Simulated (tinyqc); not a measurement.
## Free and trapped electrons in a MOS channel with a dense trap tail: effect of the density of the tail at the conduction edge

p-type body, charge-sheet picture, full ionisation (an idealisation for deep acceptors), Boltzmann statistics for free electrons. e = Ec - EF at the surface. Acceptor-like traps of density D(E) = D0 + De exp(-E/Ew) at depth E below Ec, from 0 to Eu, hold n_t = integral of D(E)/(1 + exp((e - E)/Vt)). psi = Eg - Vt ln(Nv/Na) - e; N_dep = sqrt(2 eps0 eps_r Na (psi - Vt)/q); n_f = sqrt(N_dep^2 + 2 eps0 eps_r Vt Nc exp(-e/Vt)/q) - N_dep; Vg = Vfb + psi + q (N_dep + n_t + n_f)/Cox, Cox = eps0 eox/tox.

VT is the Vg for n_f = 1e11 cm^-2; swing ln 10 n_f/(dn_f/dVg) at n_f = 1e8 cm^-2; the last three columns are for Vg = VT + 4.5 V, with free share n_f/(n_f + n_t) and field-effect mobility mf q (dn_f/dVg)/Cox; there EF is near the band edge, where Boltzmann statistics are rough.

Values chosen for this exercise; band and dielectric values close to those of silicon: temperature T = 250 K; band gap Eg = 1.14 eV; relative permittivity eps_r = 11.7; conduction-band density of states at T Nc = 2.15e19 cm^-3; valence-band density of states at T Nv = 2.01e19 cm^-3; relative permittivity of the insulator eox = 3.9; insulator thickness tox = 56 nm; acceptor density Na = 1.3e16 cm^-3; flat-band voltage without trapped charge Vfb = -0.91 V; constant background density of acceptor-like traps D0 = 1.2e10 cm^-2 eV^-1; decay energy of the tail Ew = 0.13 eV; depth below Ec down to which the traps reach Eu = 0.65 eV; mobility of free electrons mf = 62 cm^2/(V s).

Constants: q = 1.602176634e-19 C, kB = 1.380649e-23 J/K, Vt = kB T/q, eps0 = 8.8541878128e-14 F/cm where lengths are in cm. Results are converted to the units shown.

Effect of the density of the tail at the conduction edge:
```
De (cm^-2 eV^-1)	e at VT (eV)	VT (V)	q n_t/Cox at VT (V)	swing (mV/decade)	n_f (cm^-2)	free share (%)	field-effect mobility (cm^2/(V s))
1e12	0.09131	1.423	0.1893	105.1	1.733e12	93.45	60.65
2e12	0.09131	1.595	0.3612	125.9	1.687e12	87.81	60.02
5e12	0.09131	2.110	0.8769	188.4	1.554e12	73.26	57.92
1e13	0.09131	2.970	1.736	292.5	1.353e12	55.12	53.84
2e13	0.09131	4.689	3.456	500.8	1.030e12	32.98	44.44
4e13	0.09131	8.127	6.894	917.3	6.422e11	14.42	27.99
9e13	0.09131	16.72	15.49	1959	3.211e11	4.130	10.92
2e14	0.09131	35.63	34.40	4249	1.859e11	1.234	3.769
```

As De goes from 1e12 to 2e14, VT rises from 1.42 to 35.6 V, its part due to traps rises from 0.189 to 34.4 V, the swing rises from 105 to 4250 mV/decade and the field-effect mobility falls from 60.6 to 3.77 cm^2/(V s).

tinyqc, about 0.02 s, one thread, Intel Xeon 2.30GHz (shared host): `OMP_NUM_THREADS=1 python tinyqc.py 2222068 2222069 out.jsonl`
